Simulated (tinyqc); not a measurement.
Critical points: density of states of one tight-binding band on the triangular lattice.

E(k) = -2 t (cos 2 pi k1 + cos 2 pi k2 + cos 2 pi (k1 + k2)); k in fractions of the reciprocal vectors, mesh k_i = j/N with j = 0 .. N-1. Densities are per cell and per spin, so the band holds one state.

Parameters, chosen for this exercise: t = 1.78 eV (nearest hopping).

The gradient vanishes at these points by symmetry; the signs of the eigenvalues of the second-derivative matrix give the type.

Critical points:
```
point                 k    E (eV)  positive  negative     type
Gamma            (0, 0)  -10.6800         2         0  minimum
M              (0.5, 0)    3.5600         1         1   saddle
K      (0.3333, 0.3333)    5.3400         0         2  maximum
```

What can be read from this table?

Gamma is a minimum at -10.680 eV: g has a step there. M is a saddle at 3.560 eV: g diverges logarithmically there. K is a maximum at 5.340 eV: g has a step there.

Program tinyqc; command `OMP_NUM_THREADS=1 python tinyqc.py 1680641 1680642 out.jsonl`; about 0.1 s on one thread of a shared Intel(R) Xeon(R) Processor @ 2.30GHz.
